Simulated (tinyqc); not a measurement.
Thickness from the minima: X-ray reflectivity of a thin film on silicon: critical angles, Parratt recursion, fringes and roughness. Computed by tinyqc, a small Python program. Command: `OMP_NUM_THREADS=1 python tinyqc.py 3120159 3120160 out.jsonl xrr walk`. One thread of a shared host (Intel(R) Xeon(R) Processor @ 2.30GHz), about 0.01 s of CPU time with the checks.

n = 1 - delta + i beta; the classical electron radius is r_e = 2.8179403e-6 nm. Layer 0 is vacuum, 1 the film, 2 the substrate.

Inputs (values chosen for the exercise, modelled on ruthenium on silicon, copper K-alpha radiation):
```
quantity                                        value     unit
wavelength lambda                             0.15406       nm
film density rho                                 12.1   g/cm^3
effective electrons per unit mass, film         0.434    mol/g
beta/delta, film                                0.091        -
film thickness d                                 11.9       nm
roughness of the surface sigma_1                 0.66       nm
roughness of the interface sigma_2               0.41       nm
substrate density                                2.33   g/cm^3
effective electrons per unit mass, substrate    0.507    mol/g
beta/delta, substrate                           0.023        -
grazing angle theta                              2.36  degrees
```

Constants: N_A = 6.02214076e+23 1/mol.

Method:
- delta = r_e lambda^2 rho_e/(2 pi), rho_e = density x electrons per mass x N_A; critical angle sqrt(2 delta), q_c = 4 sqrt(pi r_e rho_e).
- k_j = (2 pi/lambda) sqrt(sin^2 theta - 2 delta_j + 2 i beta_j); r_ij = (k_i - k_j)/(k_i + k_j) x exp(-2 k_i k_j sigma^2) (Nevot-Croce); r = (r_01 + r_12 p)/(1 + r_01 r_12 p), p = exp(2 i k_1 d); R = |r|^2.
- Far above the critical angle the period is d theta = lambda/(2 d), or 2 pi/d in q; the envelope runs between (|r_01| - |r_12 p|)^2 and (|r_01| + |r_12 p|)^2; contrast = 2 a b/(a^2 + b^2) with a = |r_01|, b = |r_12 p|; roughness factors on the amplitudes are about exp(-q^2 sigma^2/2).
- Minima of R theta^4 are located on 6001 points over 7.5 periods, from 1.15 times the larger critical angle. With refraction, sin^2(theta_m) = 2 delta + m^2 (lambda/(2 d))^2, m integer or half-integer; the first six minima are used, and the first order is the one that minimises the largest residual of the least-squares line plus the distance of its intercept from 2 delta. Without refraction, d = lambda/(2 x mean step of sin theta).

Constants:
```
layer      rho_e (1/nm^3)        delta         beta  critical angle (degrees)  q_c (1/nm)
film              3162.47  3.36634e-05  3.06337e-06                  0.470128    0.669289
substrate          711.40  7.57263e-06  1.74170e-07                  0.222977    0.317437
```

period in theta = 0.370882 degrees

Minima:
```
order m  theta (degrees)  sin^2 theta
1                 0.6014    0.0001102
2                 0.8795    0.0002356
3                 1.2087    0.0004450
4                 1.5569    0.0007382
5                 1.9134    0.0011148
6                 2.2764    0.0015777
```

d with refraction = 11.898 nm

d without refraction = 13.179 nm

Against d = 11.9 nm the errors are -0.02 % with and +10.75 % without refraction. The orders are integers, as r_01 and r_12 have opposite signs for a film denser than the substrate.

Extremes, crossings and ranges named in words are read from the listed rows.
